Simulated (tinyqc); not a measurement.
Worked calculation: domain walls in a thin film with perpendicular anisotropy: Bloch, Neel and chiral walls, motion and stripe domains. Computed by tinyqc, a small Python program that keeps every step. Command: `OMP_NUM_THREADS=1 python tinyqc.py 3004411 3004412 out.jsonl mwall walk`. One thread of a shared host (Intel(R) Xeon(R) Processor @ 2.30GHz), about 0.01 s of CPU time with the checks. Intermediate numbers are printed to about 7 digits and carried at full precision; extremes and crossings named in words are read from the listed rows.

One-dimensional wall: polar angle theta(x), azimuth phi of the moment in the wall (phi = 0 Neel, 90 degrees Bloch). mu_0 = 1.25663706212e-6 T m/A, gamma = 1.76085963023e11 rad/(s T).

Inputs (values chosen for the exercise, for a model film):
```
quantity                      value        unit
saturation magnetisation M_s   1340        kA/m
exchange stiffness A             21        pJ/m
uniaxial anisotropy K_u        1500      kJ/m^3
DMI constant D                  1.7      mJ/m^2
thickness t                    0.64          nm
damping alpha                 0.055           -
current density J              0.15  1e12 A/m^2
spin Hall angle theta_SH       0.08           -
```

Drive: spin-orbit torque.

Constants: hbar = 1.054571817e-34 J s; e = 1.602176634e-19 C.

## Width and energy of the Bloch wall

K_eff = K_u - mu_0 M_s^2/2; Delta = sqrt(A/K_eff); sigma_0 = 4 sqrt(A K_eff); profile theta = 2 arctan exp(x/Delta); quality factor Q = 2 K_u/(mu_0 M_s^2).

K_eff = 371.7912 kJ/m^3

width parameter Delta = 7.515538 nm

sigma_0 = 11.17684 mJ/m^2

quality factor Q = 1.329541

## Bloch or Neel

sigma(phi) = sigma_0 + 2 Delta K_D cos^2(phi) - pi D cos(phi), with the wall shape anisotropy K_D = N_x mu_0 M_s^2/2, N_x = t ln 2/(pi Delta). The minimum has cos(phi) = D/D_N for D < D_N = 4 Delta K_D/pi and phi = 0 beyond; sigma turns negative at D_c = (sigma_0 + 2 Delta K_D)/pi.

K_D = 21.19752 kJ/m^3

D_N = 0.2028407 mJ/m^2

azimuth phi = 0 degrees

wall energy sigma = 6.154759 mJ/m^2

D_c = 3.659121 mJ/m^2

A pure chiral Neel wall. D is 0.46 of D_c.

## Velocity under current

Spin-orbit drive: B_SL = hbar theta_SH J/(2 e M_s t) acts as the field (pi/2) B_SL cos(phi). Steady state: v = (gamma Delta/alpha)(pi/2) B_SL cos(phi) = gamma Delta [B_D sin(phi) - (B_K/2) sin(2 phi)], B_K = 2 K_D/M_s, B_D = pi D/(2 M_s Delta); the root with phi between its rest value and 90 degrees; v saturates at v_D = gamma Delta B_D.

B_SL = 4.605028 mT

azimuth in motion = 28.97817 degrees

velocity = 152.2598 m/s

saturation velocity v_D = 350.9043 m/s

v is 43 % of v_D: still rising with current. Caution: pinning, heating and tilting of the wall are left out.

## Velocity against current

The formulas are those given above.

Steady motion:
```
J (1e12 A/m^2)  B_SL (mT)  phi (degrees)   v (m/s)  v at fixed rest phi (m/s)
0.02               0.6140        4.29288   23.1416                     23.207
0.05               1.5350       10.60865   57.0250                     58.017
0.10               3.0700       20.42031  108.7417                    116.033
0.20               6.1400       36.19680  187.2763                    232.067
0.50              15.3501       60.35421  286.9718                    580.167
1.00              30.7002       73.70672  325.5366                   1160.334
2.00              61.4004       81.55010  341.0095                   2320.668
5.00             153.5009       86.56347  347.7681                   5801.669
```

The linear law holds to 5 % in 2 of the eight rows; in the last row v is 99.1 % of v_D = pi gamma D/(2 M_s), which depends on neither alpha nor theta_SH.

## Stripe domains

Dipolar length l = sigma/(mu_0 M_s^2); for t much smaller than the period the domain width is w = 0.955 t exp(pi l/t) (Kaplan and Gehring), given as log10 of w in nm.

dipolar length l = 2.727668 nm

log10 of the domain width in nm = 5.601131

Equilibrium domains are about 400000 nm wide.

## Raising D

The formulas are those given above.

Wall against D; the last column is the Kaplan-Gehring width, log10[0.955 t exp(pi sigma/(mu_0 M_s^2 t))/nm], with a dash where it falls below 10 Delta and the formula fails:
```
D (mJ/m^2)  phi (degrees)  sigma (mJ/m^2)  sigma/sigma_0  log10 domain width
0.041            78.33851        11.16383      0.9988353            10.33364
0.100            60.46220        11.09940      0.9930714            10.27278
0.160            37.92684        10.97860      0.9822628            10.15864
0.730             0.00000         9.20210      0.8233185             8.48023
1.500             0.00000         6.78308      0.6068866             6.19476
2.200             0.00000         4.58396      0.4101303             4.11706
2.900             0.00000         2.38485      0.2133740             2.03936
3.300             0.00000         1.12821      0.1009418                   -
```

D_N is 6 % of D_c, so a small D fixes the chirality long before it lowers the energy much. Beyond D_N sigma falls by pi per unit of D, and the domain width, which has sigma in an exponent, drops by 8.3 decades over the valid rows (values above 6 mean a single domain in any device).

Checks made by the program: sigma_0 against the integral over the profile (relative difference below 1e-10).
